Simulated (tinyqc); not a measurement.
## Trap depth and cross-section from two peaks

Inverse problem. A DLTS peak lies where ew = sn g T^2 exp(-Et/kB T), g = vth Nc/(300 K)^2. Find Et and sn.

Parameters, values chosen for the exercise: conduction-band density of states at 300 K Nc = 1.7e19 cm^-3; thermal velocity at 300 K vth = 1.9e7 cm/s.

Constants: q = 1.602176634e-19 C, kB = 1.380649e-23 J/K. Results are converted to the units shown.

peak temperatures for ew = 20 and 500 1/s (K): [371.76138, 436.06191]

Solution. The slope of ln(ew/T^2) against q/kB T is -Et, and the intercept is ln(sn g).

Et = 0.630 eV
sn = 1.40e-17 cm^2

Numbers from tinyqc (`OMP_NUM_THREADS=1 python tinyqc.py 2050174 2050175 out.jsonl`; about 0.01 s on one thread of a shared Intel Xeon 2.30GHz).
